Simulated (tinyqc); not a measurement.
Thermal displacements in the Debye model: Debye-Waller factors, bond-length spread and the Lindemann rule: one step, computed by the program tinyqc.

A Debye spectrum with three branches of one velocity, cut at k_B Theta; 4 atoms per cube, nearest neighbours at d = 0.707107 a.

Problem. Spread of the bond length. Correlated Debye model: sigma^2 = (3 hbar^2/(M k_B Theta)) int_0^1 s coth(s Theta/(2T)) [1 - sin(s q_D R)/(s q_D R)] ds for two atoms at distance R, q_D = (6 pi^2 n)^(1/3), n atoms per volume; uncorrelated motion would give 2 <u_x^2>. An EXAFS amplitude is damped by exp(-2 k^2 sigma^2).

Inputs (values chosen for the exercise, modelled on copper):

| quantity | value | unit |
|---|---|---|
| atomic mass M | 63.55 | u |
| Debye temperature Theta | 330 | K |
| lattice constant a | 3.615 | angstrom |
| temperature T | 20 | K |
| photoelectron wave number k | 7 | 1/angstrom |

Structure: fcc.

<u_x^2> = 0.001776736 angstrom^2

Constants: hbar^2/u = 4.18015928e-03 eV angstrom^2; k_B = 8.617333262e-05 eV/K.

Give: sigma^2 of the nearest bond; correlation 1 - sigma^2/(2 <u_x^2>); EXAFS damping.

Solution.

sigma^2 of the nearest bond = 0.002991 angstrom^2

correlation 1 - sigma^2/(2 <u_x^2>) = 0.1584

EXAFS damping = 0.7460

Neighbours move partly together, which removes 16 % of the uncorrelated spread.
